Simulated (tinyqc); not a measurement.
Extended Hueckel theory, for H4, step by step. One step of it, computed by the program tinyqc.

Question. Mulliken analysis. P = C n C^T; charge = valence electrons (H 1) minus the sum of (P S)_ii on the atom; overlap population = 2 sum P_ij S_ij between two atoms.

coefficients, order 1H 1s, 2H 1s, 3H 1s, 4H 1s:
```
[[0.318434, 0.521563, 0.732223, -0.641015],
 [0.428338, 0.351257, -0.544347, 0.951807],
 [0.428338, -0.351257, -0.544347, -0.951807],
 [0.318434, -0.521563, 0.732223, 0.641015]]
```

occupations: [2.000000, 2.000000, 0.000000, 0.000000]

overlap S, order 1H 1s, 2H 1s, 3H 1s, 4H 1s:
```
[[1.000000, 0.481374, 0.071418, 0.011582],
 [0.481374, 1.000000, 0.344209, 0.071418],
 [0.071418, 0.344209, 1.000000, 0.481374],
 [0.011582, 0.071418, 0.481374, 1.000000]]
```

Give: charges; Overlap populations.

Answer.

charges: [-0.0439, 0.0439, 0.0439, -0.0439]

Overlap populations:
```
pair      value
2-1    0.615389
3-1   -0.013371
3-2    0.082736
4-1   -0.007905
4-2   -0.013371
4-3    0.615389
```
